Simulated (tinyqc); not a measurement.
Changing the surface recombination velocity S: photoconductance decay in a wafer: bulk and surface recombination modes, and iron detection by pair splitting. Computed by tinyqc, a small Python program. Command: `OMP_NUM_THREADS=1 python tinyqc.py 3113479 3113480 out.jsonl pcd sweep`. One thread of a shared host (Intel(R) Xeon(R) Processor @ 2.30GHz), about 0.04 s of CPU time with the checks.

Both faces of the wafer have the same S; injection is low and all coefficients are constant. x runs from -W/2 to W/2.

Inputs (values chosen for the exercise, modelled on p-type silicon): thickness W = 200 micrometre; diffusivity D = 31.3 cm^2/s; bulk lifetime tau_b without iron = 11 microsecond.

Method:
- h = S W/(2 D). Solve f(b) = b sin b - h cos b = 0 from b = (pi/2) sqrt(h/(h + pi^2/4)), with f'(b) = (1 + h) sin b + b cos b; four steps.
- Even modes cos(a x) obey b tan b = S W/(2 D) with b = a W/2, odd modes sin(a x) obey -b cot b = S W/(2 D); each decays at the rate 1/tau_b + D a^2.
- tau_eff is the decay time of the first mode. The surface time is 1/(D a^2) of that mode; shortcuts for it are W/(2 S), W^2/(pi^2 D) and their sum, whose error is sum/surface time - 1.

One run for each value:

| surface recombination velocity S (cm/s) | tau_eff (microsecond) | surface time (microsecond) | error of the sum (%) | h |
|---|---|---|---|---|
| 3.00e-01 | 11.00 | 3.333e+04 | 6.896e-04 | 9.585e-05 |
| 1.60e+00 | 10.98 | 6.251e+03 | 3.677e-03 | 5.112e-04 |
| 8.40e+00 | 10.90 | 1.192e+03 | 1.928e-02 | 2.684e-03 |
| 4.50e+01 | 10.48 | 2.233e+02 | 1.025e-01 | 1.438e-02 |
| 2.40e+02 | 8.75 | 4.274e+01 | 5.254e-01 | 7.668e-02 |
| 1.30e+03 | 4.88 | 8.784e+00 | 2.312e+00 | 4.153e-01 |
| 6.70e+03 | 2.14 | 2.654e+00 | 5.021e+00 | 2.141e+00 |
| 3.60e+04 | 1.34 | 1.529e+00 | 2.886e+00 | 1.150e+01 |
| 1.90e+05 | 1.19 | 1.338e+00 | 7.197e-01 | 6.070e+01 |
| 1.00e+06 | 1.16 | 1.303e+00 | 1.444e-01 | 3.195e+02 |

Describe and explain the trends.

Over the rows, tau_eff (microsecond) falls from 11.0 to 1.16 (exponent d ln y / d ln x -8.5e-4 between the first rows and -0.014 between the last); surface time (microsecond) falls from 33300 to 1.30 (exponent d ln y / d ln x -1.00 between the first rows and -0.016 between the last); error of the sum (%) goes from 6.90e-4 through a maximum among these rows, 5.02 at 6700, to 0.144. At the low end the exponent of surface time is -1.00, close to -1: slow surfaces, W/(2 S). At the high end the exponent of surface time is -0.02, close to 0: fast surfaces, limited by diffusion. The sum of the two shortcuts misses by at most about 5.0 % over these rows.

Extremes, crossings and ranges named in words are read from the listed rows.
